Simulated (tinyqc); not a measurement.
From results back to parameters: heavy doping: gap narrowing, degeneracy and the minority density. Three cases, with inputs chosen for the exercise.

Problem. Narrowing at two dopings was computed from hidden E0 and N0, with N0 below Na.

Empirical narrowing (Slotboom form, constants chosen for the exercise; published fits of this form give the apparent narrowing, here it is taken as the true one): dEg = E0 [ln(N/N0) + sqrt(ln(N/N0)^2 + C)].

Find: N0; E0.

Method. The ratio dEg(Nb)/dEg(Na) depends on N0 alone and rises steadily with it; solve for ln N0 by bisection, then E0 from either value.

Case 1.

Values chosen (out of a larger set: gap and densities of states near those of Si at this temperature; narrowing constants near the fits for Si; not measured data): C = 0.5 (smoothing constant); Na = 1.2e+18 1/cm^3; Nb = 3.6e+19 1/cm^3.

dEg(Na) = 30.1523 meV
dEg(Nb) = 73.2879 meV

Solution.

N0 = 1.2e+17 1/cm^3
E0 = 6.40 meV

Case 2.

Values chosen (out of a larger set: gap and densities of states near those of Si at this temperature; narrowing constants near the fits for Si; not measured data): C = 0.5 (smoothing constant); Na = 9.2e+17 1/cm^3; Nb = 2.8e+19 1/cm^3.

dEg(Na) = 37.4548 meV
dEg(Nb) = 91.2652 meV

Solution.

N0 = 9.2e+16 1/cm^3
E0 = 7.95 meV

Case 3.

Values chosen (out of a larger set: gap and densities of states near those of Si at this temperature; narrowing constants near the fits for Si; not measured data): C = 0.5 (smoothing constant); Na = 1.3e+18 1/cm^3; Nb = 3.9e+19 1/cm^3.

dEg(Na) = 37.1250 meV
dEg(Nb) = 90.2357 meV

Solution.

N0 = 1.3e+17 1/cm^3
E0 = 7.88 meV

Computed by tinyqc, one run a case: `OMP_NUM_THREADS=1 python tinyqc.py N N+1 out.jsonl` with N = 1650640, 1650641, 1650652; one thread of a shared Intel(R) Xeon(R) Processor @ 2.30GHz, about 0.01 s a run at most.
